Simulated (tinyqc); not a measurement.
Worked calculation: bound state in one dimension: Numerov shooting, finite differences, DVR. Computed by tinyqc, a small Python program that keeps every step. Settings: points = 96. Command: `OMP_NUM_THREADS=1 python tinyqc.py 31158 31159 out.jsonl` (the two numbers bound the seeds that draw the settings). One thread of a shared host (Intel(R) Xeon(R) Processor @ 2.60GHz), about 0.01 s of CPU time with the checks.

## Numerov steps at E = 0.1

One particle of mass 1 in V = 11.64 (1 - exp(-0.73 x))^2 (atomic units), psi = 0 at both ends:
```
parameter                 value
left end              -1.600000
right end                     7
intervals                    96
h                      0.089583
state sought (nodes)          3
```

k_i = 2 m (E - V_i); (1 + h^2 k_(i+1)/12) y_(i+1) = 2 (1 - 5 h^2 k_i/12) y_i - (1 + h^2 k_(i-1)/12) y_(i-1), from y_0 = 0, y_1 = 0.001.

Points along the way:
```
i           x          V            k          y
0   -1.600000  57.137086  -114.074172   0.000000
1   -1.510417  47.120376   -94.040752   0.001000
2   -1.420833  38.612700   -77.025399   0.002772
3   -1.331250  31.411263   -62.622525   0.006298
4   -1.241667  25.339259   -50.478518   0.013044
5   -1.152083  20.242614   -40.285229   0.025136
32   1.266667   4.237132    -8.274264  10.031206
33   1.356250   4.597160    -8.994321  12.664462
34   1.445833   4.947712    -9.695423  16.220174
35   1.535417   5.287754   -10.375507  21.049833
36   1.625000   5.616519   -11.033039  27.649272
37   1.714583   5.933466   -11.666932  36.721390
```

## Bisection on the node count

With more sign changes than the state has nodes (the last point included) the energy is too high, else too low; the bracket starts as 0.1 to 10.

Trials:
```
trial           E  sign changes  y at the right end   next
1      5.05000000             2            1.82e+06  raise
2      7.52500000             3           -5.98e+03  raise
3      8.76250000             3           -2.39e+02  raise
4      9.38125000             4            4.86e+01  lower
5      9.07187500             4            3.07e+00  lower
6      8.91718750             3           -8.08e+01  raise
7      8.99453125             3           -3.14e+01  raise
8      9.03320312             3           -1.25e+01  raise
9      9.05253906             3           -4.34e+00  raise
10     9.06220703             3           -5.37e-01  raise
11     9.06704102             4            1.29e+00  lower
12     9.06462402             4            3.83e-01  lower
13     9.06341553             3           -7.57e-02  raise
14     9.06401978             4            1.54e-01  lower
...           ...           ...                 ...    ...
28     9.06361457             4            2.63e-06  lower
29     9.06361455             3           -4.38e-06  raise
30     9.06361456             3           -8.76e-07  raise
```

eigenvalue = 9.06361456 hartree

## The same grid by other methods

Three-point finite differences and the sine-DVR kinetic matrix of Colbert and Miller on the same points.

Lowest levels (hartree):
```
state  finite differences        DVR
0                1.691684   1.694492
1                4.673383   4.683808
2                7.121073   7.140238
3                9.039612   9.063771
4               10.431782  10.454587
5               11.328116  11.345835
```
